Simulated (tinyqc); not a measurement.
# Capillary instabilities by surface diffusion: grooving and agglomeration of films, edge retraction, wire break-up and smoothing of roughness, step by step

A worked calculation. Computed by tinyqc, a small Python program that keeps every step. Command: `OMP_NUM_THREADS=1 python tinyqc.py 3016538 3016539 out.jsonl dewet walk`. One thread of a shared host (Intel(R) Xeon(R) Processor @ 2.30GHz), about 0.01 s of CPU time with the checks. Intermediate numbers are printed to about 5 digits and carried at full precision; extremes and crossings named in words are read from the listed rows.

Isotropic surface energy; shapes change by surface diffusion alone.

Inputs (values chosen for the exercise, for a model film): surface energy gamma_s = 3.04 J/m^2; grain-boundary energy gamma_b = 1.4 J/m^2; contact angle on the substrate theta = 105 degrees; atomic volume Omega = 13.6 angstrom^3; surface sites nu = 9.2 1/nm^2; prefactor D0 = 2.6e-05 m^2/s; activation energy Q = 2.38 eV; temperature T = 1070 K; time t = 2400 s; film thickness h = 8.5 nm; grain radius R = 170 nm; wire radius r = 20 nm; initial ripple over radius = 0.05; roughness wavelength lambda = 80 nm.

Grooves: at the surface only.

Constants: k_B = 8.617333262e-05 eV/K; k_B = 1.380649e-23 J/K.

## The Mullins constant

B = D_s nu gamma_s Omega^2/(k_B T), D_s = D0 exp(-Q/(k_B T)).

D_s = 1.6032e-16 m^2/s

B = 56.140 nm^4/s

length (B t)^(1/4) = 19.159 nm

Lengths grow as t^(1/4): doubling one takes 16 times as long, or roughly 130 K more.

## Will grooves cut through?

Groove angle beta: sin(beta) = gamma_b/(2 gamma). For circular grains of radius R with spherical caps the groove ends (measured from the mean surface) at the depth R g(beta), g = (2 - 3 cos beta + cos^3 beta)/(3 sin^3 beta). The film parts if R g(beta_s) > h.

beta_s = 13.313 degrees

sum of g = 0.058615

critical R/h = 17.061

final depth over h = 1.1723

Given enough time, the grooves reach through: holes open at boundaries and, earlier, at triple junctions.

## Groove growth in time

Mullins' isolated groove: depth below the flat surface d = 0.780 m (B t)^(1/4), m = tan(beta_s), width between the ridges 4.6 (B t)^(1/4); time to reach h: (h/(0.780 m))^4/B.

groove depth = 3.5361 nm

groove width = 88.131 nm

time to reach the substrate = 80132 s

## Retraction of a straight edge

A rim shaped as a circular segment with contact angle theta holds the area h x; its radius r obeys r^2 (theta - sin theta cos theta) = h x. To advance, the edge must carry a strip of the rim height H = r (1 - cos theta) over the rim, driven by the curvature 1/r over the distance r theta (the scaling argument of Brandon and Bradshaw): H dx/dt = B/(theta r^2) gives x^(5/2) = (5/2) B t c^(3/2)/(theta (1 - cos theta) h^(3/2)), c = theta - sin theta cos theta.

retraction x = 50.034 nm

rim height H = 17.989 nm

present speed = 0.0083391 nm/s

The rim is 2.1 times the film thickness. x goes as t^(2/5) h^(-3/5): thin films retract faster.

## Break-up of a free wire

A wire with r + A cos(k z) has dA/dt = (B/r^4) (kr)^2 [1 - (kr)^2] A: unstable for wavelengths above 2 pi r, fastest at kr = 1/sqrt 2 with the rate B/(4 r^4); break-up time about (4 r^4/B) ln(r/A0); each wavelength makes a sphere of radius (3 r^2 lambda_m/4)^(1/3).

fastest wavelength = 177.72 nm

break-up time = 34152 s

radius of the spheres = 37.637 nm

t over the break-up time = 0.070275

The wire survives t. Caution: faceting can stabilise wires along low-index directions.

## Smoothing against break-up

Roughness of wavelength lambda on a flat face decays as exp[-B (2 pi/lambda)^4 t]; the smoothing time is that for a factor e^3.

Times (s); the last column is (h/(0.780 tan beta_s))^4/B:
```
T (K)  B (nm^4/s)   smoothing  wire break-up  groove to depth h
910    7.0572e-01  1.1172e+05     2.7168e+06         6.3746e+06
963    3.5439e+00  2.2248e+04     5.4101e+05         1.2694e+06
1016   1.4995e+01  5.2578e+03     1.2786e+05         3.0000e+05
1070   5.6140e+01  1.4044e+03     3.4152e+04         8.0132e+04
1124   1.8469e+02  4.2689e+02     1.0381e+04         2.4358e+04
1177   5.3329e+02  1.4784e+02     3.5951e+03         8.4355e+03
1284   3.4548e+03  2.2821e+01     5.5496e+02         1.3021e+03
```

All times share 1/B, so their ratios do not depend on T: break-up over smoothing is 24. An anneal can smooth this roughness well before the wire breaks. Smoothing is safe for lambda well below 2 pi r, above which a ripple along the wire grows instead. B spans 3.7 decades over these rows.

Checks made by the program: g against the volume of a spherical cap (relative difference below 1e-10).
